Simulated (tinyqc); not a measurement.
# From conductance G back to localisation length xi

Model: hopping conduction between localised states. Computed by tinyqc, a small Python program. Command: `OMP_NUM_THREADS=1 python tinyqc.py 3027810 3027811 out.jsonl hop inv`. One thread of a shared host (Intel(R) Xeon(R) Processor @ 2.30GHz), about 0.01 s of CPU time with the checks.

Energies are counted from the Fermi level. A small network shows the mechanism; the laws of an infinite system follow.

Inputs (values chosen for the exercise, for a model amorphous semiconductor): conductance scale G_0 = 1 microsiemens; temperature T = 20 K.

Dimension: 3D.

sites of the small network (nm, nm, meV):
```
       x     y  energy
1      0  2.17     1.3
2   3.29  4.55    5.63
3   4.99  5.08   11.62
4   7.46  4.66    2.48
5  10.99  4.33   -0.71
6  13.52  4.26    2.64
7  15.69  3.31   11.84
8     18  0.13   -0.44
```

Constants: k_B = 8.617333262e-05 eV/K.

Method. Miller-Abrahams exponent s_ij = 2 r_ij/xi + (|E_i| + |E_j| + |E_i - E_j|)/(2 k_B T); G_ij = G_0 exp(-s_ij). The diagonal is set to 0 and not used. Site 1 is held at potential 1 and site 8 at 0; Kirchhoff's law sum_j G_ij (u_i - u_j) = 0 fixes the others; G = sum_j G_1j (1 - u_j). G_ij = G_0 exp(-s_ij).

Question. A run gave the result below. Find the localisation length xi, known to lie between 1.5 and 3.5 nm.

conductance G = 0.0001865518 microsiemens

Answer.

Each step takes the trial c = (a f_b - b f_a)/(f_b - f_a), f being the result less the target and a, b, c the logarithms of the listed values; c replaces end b, the old b replaces a if the sign of f changed, and otherwise f_a is halved.

Scan of the range:
```
localisation length xi (nm)  conductance G (microsiemens)
1.50                                           0.00003753
1.73                                           0.00009859
1.99                                           0.00022766
2.29                                           0.00048477
2.64                                           0.00097574
3.04                                           0.00184897
3.50                                           0.00333446
```

False position (Illinois rule, in the logarithm of the input) inside the bracket:
```
step    end a    end b    trial  conductance G (microsiemens)
1     1.73000  1.99000  1.90321                   1.76173e-04
2     1.99000  1.90321  1.92040                   1.85649e-04
3     1.99000  1.92040  1.92327                   1.87270e-04
4     1.92040  1.92327  1.92200                   1.86550e-04
5     1.92327  1.92200  1.92200                   1.86552e-04
6     1.92327  1.92200  1.92200                   1.86552e-04
7     1.92200  1.92200  1.92200                   1.86552e-04
```

Conductance G rises at every point of a 13-point scan of the range (every second point is shown), so one value fits; it is bracketed by 1.73 and 1.99. Answer: localisation length xi = 1.922 nm.
